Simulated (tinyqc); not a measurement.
# p-n heterojunction, non-linear Poisson equation by Newton steps, Boltzmann statistics: what changes with what

One dimension, material 1 (p-type) at x < 0 and material 2 (n-type) at x > 0. Band edges: Ec = -psi in material 1 and -psi + dEc in material 2, Ev = Ec - Eg. Flat quasi-Fermi levels: 0 for holes, +V for electrons. n = Nc F((EFn - Ec)/Vt), p = Nv F((Ev - EFp)/Vt), with F(eta) = exp(eta) (Boltzmann statistics); full ionisation, no interface charge, classical densities; the doping types are chosen for the exercise.

Values chosen for this exercise; band and dielectric values those of a made-up pair:
- T = 300 K (temperature)
- Eg1 = 3.67 eV (band gap of material 1)
- er1 = 9.62 (relative permittivity of material 1)
- Nc1 = 2.65e18 cm^-3 (conduction-band density of states of material 1)
- Nv1 = 5.25e19 cm^-3 (valence-band density of states of material 1)
- Eg2 = 3.19 eV (band gap of material 2)
- er2 = 8.1 (relative permittivity of material 2)
- Nc2 = 2.7e18 cm^-3 (conduction-band density of states of material 2)
- Nv2 = 4.66e19 cm^-3 (valence-band density of states of material 2)
- dEc = -0.23 eV (conduction-band offset Ec2 - Ec1)
- N1 = 1.2e16 cm^-3 (acceptor density of material 1)
- N2 = 5.6e15 cm^-3 (donor density of material 2)
- V = 0 V (bias of side 1 against side 2)

Constants: q = 1.602176634e-19 C, kB = 1.380649e-23 J/K, Vt = kB T/q, eps0 = 8.8541878128e-14 F/cm where lengths are in cm. Results are converted to the units shown.

Each table varies one quantity; the others keep the values above.

## Effect of the acceptor density of material 1

Exact first integral: on each side D^2/(2 eps0 er) = G, G = q [Vt (nI_j - nI_b) + Vt (pI_j - pI_b) - C (psi_j - psi_b)], with C = -N1 or +N2, b the neutral end of that side, and nI, pI the densities themselves. D is continuous, so er1 G1(psi_j) = er2 G2(psi_j) fixes psi_j. Ends from Nv1 F((-psi_L - Eg1)/Vt) = N1 and Nc2 F((V + psi_R - dEc)/Vt) = N2. D is counted positive when psi rises towards material 2. Depletion (Anderson) capacitance C^2 = q eps0 er1 er2 N1 N2/(2 (er1 N1 + er2 N2)(psi_R - psi_L)). -dD/dV is the change of the displacement at the interface with both quasi-Fermi levels flat; it is the terminal capacitance only while neither side holds an inversion layer. n_j and p_j are densities at the interface.

Result of one run:

| N1 (cm^-3) | psi_R - psi_L (V) | psi_j - psi_L (V) | psi_R - psi_j (V) | D/q (cm^-2) | n_j in 1 (cm^-3) | p_j in 2 (cm^-3) | -dD/dV (nF/cm^2) | depletion C (nF/cm^2) |
|---|---|---|---|---|---|---|---|---|
| 2.4e17 | 3.141 | 0.2028 | 2.938 | 6.721e11 | 3.291e-38 | 1.321e18 | 1.057 | 10.02 |

What becomes of these results when the acceptor density of material 1 N1 is changed from 2.4e17 to 7.8e15 cm^-3, all else the same?

Result of the changed run:

| N1 (cm^-3) | psi_R - psi_L (V) | psi_j - psi_L (V) | psi_R - psi_j (V) | D/q (cm^-2) | n_j in 1 (cm^-3) | p_j in 2 (cm^-3) | -dD/dV (nF/cm^2) | depletion C (nF/cm^2) |
|---|---|---|---|---|---|---|---|---|
| 7.8e15 | 3.052 | 1.156 | 1.896 | 3.062e11 | 1.058e-20 | 4.108 | 8.175 | 8.105 |

The whole series:

| N1 (cm^-3) | psi_R - psi_L (V) | psi_j - psi_L (V) | psi_R - psi_j (V) | D/q (cm^-2) | n_j in 1 (cm^-3) | p_j in 2 (cm^-3) | -dD/dV (nF/cm^2) | depletion C (nF/cm^2) |
|---|---|---|---|---|---|---|---|---|
| 6e14 | 2.986 | 2.629 | 0.3571 | 1.289e11 | 7.538e5 | 5.767e-26 | 3.518 | 3.488 |
| 1.4e15 | 3.008 | 2.305 | 0.7027 | 1.842e11 | 1.180 | 3.683e-20 | 4.992 | 4.948 |
| 3.3e15 | 3.030 | 1.778 | 1.252 | 2.480e11 | 6.937e-10 | 6.266e-11 | 6.669 | 6.612 |
| 7.8e15 | 3.052 | 1.156 | 1.896 | 3.062e11 | 1.058e-20 | 4.108 | 8.175 | 8.105 |
| 1.8e16 | 3.074 | 0.6532 | 2.421 | 3.465e11 | 1.616e-29 | 2.690e9 | 9.185 | 9.107 |
| 4.3e16 | 3.097 | 0.3276 | 2.769 | 3.714e11 | 2.292e-35 | 1.897e15 | 9.429 | 9.677 |
| 1e17 | 3.118 | 0.2209 | 2.897 | 4.554e11 | 1.587e-37 | 2.739e17 | 2.630 | 9.926 |
| 2.4e17 | 3.141 | 0.2028 | 2.938 | 6.721e11 | 3.291e-38 | 1.321e18 | 1.057 | 10.02 |

As N1 goes from 6e14 to 2.4e17, the total bending rises from 2.99 to 3.14 V and the sheet charge D/q rises from 1.29e11 to 6.72e11 cm^-2; the share of the bending in material 1 falls from 88.0 to 6.46 %. The capacitance departs most from the depletion formula at N1 = 2.4e17, where it is 89 % below it, and there the holes at the interface in material 2 outnumber its donors: an inversion layer has formed, which screens D from the bias.

## Effect of the bias of side 1 against side 2

Same model as above.

Effect of the bias of side 1 against side 2:

| V (V) | psi_R - psi_L (V) | psi_j - psi_L (V) | psi_R - psi_j (V) | D/q (cm^-2) | n_j in 1 (cm^-3) | p_j in 2 (cm^-3) | -dD/dV (nF/cm^2) | depletion C (nF/cm^2) |
|---|---|---|---|---|---|---|---|---|
| 0.9 | 2.164 | 0.6216 | 1.542 | 2.757e11 | 9.383e-15 | 6.097e9 | 10.46 | 10.33 |
| 0.34 | 2.724 | 0.7796 | 1.944 | 3.101e11 | 1.654e-21 | 1.353e7 | 9.298 | 9.209 |
| -0.21 | 3.274 | 0.9347 | 2.339 | 3.405e11 | 3.849e-28 | 3.349e4 | 8.467 | 8.400 |
| -0.77 | 3.834 | 1.093 | 2.741 | 3.689e11 | 6.785e-35 | 74.33 | 7.815 | 7.762 |
| -1.33 | 4.394 | 1.251 | 3.143 | 3.953e11 | 1.196e-41 | 0.1650 | 7.294 | 7.251 |
| -1.89 | 4.954 | 1.409 | 3.545 | 4.200e11 | 2.108e-48 | 3.661e-4 | 6.864 | 6.829 |
| -2.44 | 5.504 | 1.564 | 3.940 | 4.430e11 | 4.906e-55 | 9.062e-7 | 6.509 | 6.478 |
| -3 | 6.064 | 1.722 | 4.342 | 4.652e11 | 8.649e-62 | 2.011e-9 | 6.198 | 6.172 |

What does the comparison show?

As V goes from 0.9 to -3, the total bending rises from 2.16 to 6.06 V and the sheet charge D/q rises from 2.76e11 to 4.65e11 cm^-2; the share of the bending in material 1 falls from 28.7 to 28.4 %. The capacitance departs most from the depletion formula at V = 0.9, where it is 1.2 % above it.

Computed by the program tinyqc: `OMP_NUM_THREADS=1 python tinyqc.py 2040085 2040086 out.jsonl`, one thread of a shared Intel Xeon 2.30GHz, about 0.04 s for the whole run.
